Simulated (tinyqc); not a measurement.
Worked calculation: global model of a low-pressure process discharge: electron temperature, density, ion flux and ion energy. Computed by tinyqc, a small Python program that keeps every step. Command: `OMP_NUM_THREADS=1 python tinyqc.py 3113323 3113324 out.jsonl plasma walk`. One thread of a shared host (Intel(R) Xeon(R) Processor @ 2.30GHz), about 0.01 s of CPU time with the checks. Intermediate numbers are printed to about 7 digits and carried at full precision; extremes and crossings named in words are read from the listed rows.

Maxwellian electrons with temperature T_e in eV, one positive ion, no negative ions, uniform bulk density n; rate constants have the Arrhenius form.

Inputs (values chosen for the exercise, of the order of those of an inductive discharge in a simple atomic gas):
```
quantity,value,unit
ion mass M,35.5,u
ionisation prefactor K0,2.1e-14,m^3/s
ionisation energy E_iz,16.1,eV
excitation prefactor X0,2.2e-14,m^3/s
excitation energy E_ex,8.37,eV
elastic rate constant K_el,1.2e-13,m^3/s
ion-neutral cross section,6.5e-19,m^2
pressure p,0.25,Pa
gas temperature T_g,500,K
radius R,10,cm
height L,18,cm
absorbed power P,910,W
bias power P_b,66,W
radius of the biased electrode,7.5,cm
bias frequency,13.56,MHz
mixing,0.4,-
```

Constants: k_B = 1.380649e-23 J/K; e = 1.602176634e-19 C; u = 1.6605390666e-27 kg; m_0 = 9.1093837015e-31 kg; eps_0 = 8.8541878128e-12 F/m.

## Geometry factors

n_g = p/(k_B T_g); lambda_i = 1/(n_g sigma); h_L = 0.86/sqrt(3 + L/(2 lambda_i)), h_R = 0.8/sqrt(4 + R/lambda_i); A_eff = 2 pi R^2 h_L + 2 pi R L h_R; d_eff = pi R^2 L/A_eff.

gas density n_g = 3.621485e+19 1/m^3

ion mean free path = 4.248151 cm

h_L = 0.3801230

h_R = 0.3173712

A_eff = 597.7768 cm^2

d_eff = 9.459831 cm

## A fixed-point cycle for T_e

Particle balance: K0 exp(-E_iz/T_e) n_g d_eff = u_B, u_B = sqrt(e T_e/M). Cycle: T_out = T sqrt(loss/creation) with loss/creation = u_B/(K0 exp(-E_iz/T) n_g d_eff); T -> T + mixing (T_out - T), kept between 0.3 and 60 eV, from 3 eV; stop at |T_out - T| < 1e-9 eV or after 60 steps.

Course:
```
step,T (eV),T_out (eV),residual (eV)
0,3.000000,8.746252,5.746252e+00
1,5.298501,5.560033,2.615328e-01
2,5.403114,5.532432,1.293179e-01
3,5.454841,5.520173,6.533236e-02
4,5.480974,5.514313,3.333942e-02
5,5.494310,5.511407,1.709737e-02
6,5.501149,5.509938,8.789789e-03
...,...,...,...
25,5.508398,5.508398,2.979464e-08
26,5.508398,5.508398,1.535729e-08
27,5.508398,5.508398,7.915732e-09
28,5.508398,5.508398,4.080068e-09
29,5.508398,5.508398,2.103022e-09
30,5.508398,5.508398,1.083977e-09
31,5.508398,5.508398,5.587237e-10
```

last residual = 5.587237e-10 eV

Converged in 32 steps.

## Electron temperature

Root found by bracketing.

T_e = 5.508398 eV

Bohm velocity u_B = 3869.271 m/s

K_iz = 1.129429e-15 m^3/s

## Energy per pair and density

E_c = E_iz + (X0 exp(-E_ex/T_e) E_ex + K_el (3 m_0/M) T_e)/K_iz; wall potential V_s = (T_e/2) ln(M/(2 pi m_0)); E_T = E_c + 2 T_e + T_e/2 + V_s; n = P/(e u_B A_eff E_T); ion current density J = e h_L n u_B; ionised share n/n_g.

collisional loss per pair E_c = 51.80340 eV

wall potential V_s = 25.44834 V

E_T = 91.02274 eV

plasma density n = 2.697820e+11 1/cm^3

ion current density J = 6.357358 mA/cm^2

ionised share = 0.007449485

Collisions take 57 % of the power and the walls the rest. T_e came from the particle balance alone; the power sets only n.

## Biased electrode

All bias power goes to ions: V_b = P_b/(J pi r^2). Debye length at the sheath edge lambda_D = sqrt(eps_0 T_e/(e h_L n)); Child-law sheath s = (sqrt2/3) lambda_D (2 V/T_e)^(3/4), V = V_b + V_s; ion transit time tau_i = 3 s sqrt(M/(2 e V)); collisions in the sheath s/lambda_i.

bias voltage V_b = 58.74824 V

lambda_D = 54.48328 micrometre

sheath width s = 0.3339115 mm

ion transit time = 46.82458 ns

transit time over bias period = 0.6349413

s/lambda_i = 0.007860161

The sheath is nearly free of collisions.

## Pressure series at fixed power

n_g = p/(k_B T_g), lambda_i = 1/(n_g sigma), K_iz = K0 exp(-E_iz/T_e), h_L = 0.86/sqrt(3 + L/(2 lambda_i)), h_R = 0.8/sqrt(4 + R/lambda_i), A_eff = 2 pi R^2 h_L + 2 pi R L h_R and d_eff = pi R^2 L/A_eff follow p. E_c = E_iz + (X0 exp(-E_ex/T_e) E_ex + K_el (3 m_0/M) T_e)/K_iz; E_T = E_c + (5/2) T_e + (T_e/2) ln(M/(2 pi m_0)); n = P/(e u_B A_eff E_T); J = e h_L n u_B. Pressures without a root below 2 E_iz are left out.

Against pressure:
```
p (Pa),T_e (eV),E_c (eV),E_T (eV),n (1/cm^3),J (mA/cm^2)
0.1,10.32002,34.6581,108.1358,1.453132e+11,5.406116
0.2,6.19003,46.6902,90.7627,2.451243e+11,6.393622
0.5,4.09934,73.9467,103.1337,3.251224e+11,5.558349
1.0,3.24665,111.0531,134.1690,3.505426e+11,4.235659
2.0,2.67486,174.1462,193.1910,3.513540e+11,2.922572
5.0,2.16177,330.3154,345.7070,3.277296e+11,1.625005
10.0,1.88595,547.0769,560.5047,3.003712e+11,1.000329
20.0,1.67238,914.6934,926.6006,2.702513e+11,0.604484
```

T_e falls from 10.32 to 1.67 eV, n changes by a factor 1.9 and J by 0.11; in J = P h_L/(A_eff E_T), E_T changes by a factor 8.57 and is least at 0.2 Pa, between wall losses at high T_e and excitation losses at low T_e.

Checks made by the program: cycle against bracketing (relative difference below 1e-10).
